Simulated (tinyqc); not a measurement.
Inside a calculation. Method: extended Hueckel theory, for H3+. The parameters take no account of the charge, which enters only through the electron count. One step of it, computed by the program tinyqc.

Problem. Mulliken analysis. P = C n C^T; charge = valence electrons (H 1) minus the sum of (P S)_ii on the atom; overlap population = 2 sum P_ij S_ij between two atoms.

coefficients:
```
            MO1        MO2        MO3
1H 1s  0.395011   1.075861  -0.621281
2H 1s  0.395011  -1.075861  -0.621281
3H 1s  0.395036   0.000000   1.242482
```

occupations: 2.000000  0.000000  0.000000

overlap S:
```
          1H 1s     2H 1s     3H 1s
1H 1s  1.000000  0.568026  0.568136
2H 1s  0.568026  1.000000  0.568136
3H 1s  0.568136  0.568136  1.000000
```

Give: charges; Overlap populations.

Solution.

charges: 1H 0.3334, 2H 0.3334, 3H 0.3333

Overlap populations:

| pair | value |
|---|---|
| 2-1 | 0.354525 |
| 3-1 | 0.354616 |
| 3-2 | 0.354616 |
